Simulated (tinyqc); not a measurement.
Domain walls in a thin film with perpendicular anisotropy: Bloch, Neel and chiral walls, motion and stripe domains: one step, computed by the program tinyqc.

One-dimensional wall: polar angle theta(x), azimuth phi of the moment in the wall (phi = 0 Neel, 90 degrees Bloch). mu_0 = 1.25663706212e-6 T m/A, gamma = 1.76085963023e11 rad/(s T).

Question. Bloch or Neel. sigma(phi) = sigma_0 + 2 Delta K_D cos^2(phi) - pi D cos(phi), with the wall shape anisotropy K_D = N_x mu_0 M_s^2/2, N_x = t ln 2/(pi Delta). The minimum has cos(phi) = D/D_N for D < D_N = 4 Delta K_D/pi and phi = 0 beyond; sigma turns negative at D_c = (sigma_0 + 2 Delta K_D)/pi.

Inputs (values chosen for the exercise, for a model film): saturation magnetisation M_s = 698 kA/m; DMI constant D = 0.56 mJ/m^2; thickness t = 1.1 nm.

width parameter Delta = 11.39279 nm

sigma_0 = 3.230114 mJ/m^2

Give: K_D; D_N; azimuth phi; wall energy sigma; D_c.

Answer.

K_D = 6.521 kJ/m^3

D_N = 0.09460 mJ/m^2

azimuth phi = 0 degrees

wall energy sigma = 1.619 mJ/m^2

D_c = 1.075 mJ/m^2

A pure chiral Neel wall. D is 0.52 of D_c.
